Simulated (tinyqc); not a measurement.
Debye-Callaway model of lattice thermal conductivity: one step, computed by the program tinyqc. Command: `OMP_NUM_THREADS=1 python tinyqc.py 3018893 3018894 out.jsonl callaway walk`. One thread of a shared host (Intel(R) Xeon(R) Processor @ 2.30GHz), about 0.01 s of CPU time with the checks.

Three acoustic branches with one velocity v, cut at omega_D = k_B Theta/hbar; x = hbar omega/(k_B T). v and Theta are separate inputs: Theta cuts off the heat-carrying modes, so C need not reach 3 k_B/V. gamma is an effective value that sets the umklapp rate.

Problem. Mass-fluctuation parameter. Gamma is given directly by the isotope mixture. A = V Gamma/(4 pi v^3).

Inputs (values chosen for the exercise, modelled on magnesium oxide): sound velocity v = 6800 m/s; volume per atom V = 9.34 angstrom^3; mass variance Gamma = 0.00041.

Sample: crystal. Point defects: isotopes. Normal processes: left out.

Give: Gamma; Rayleigh coefficient A.

Solution.

Gamma = 4.10e-04

Rayleigh coefficient A = 9.692e-46 s^3
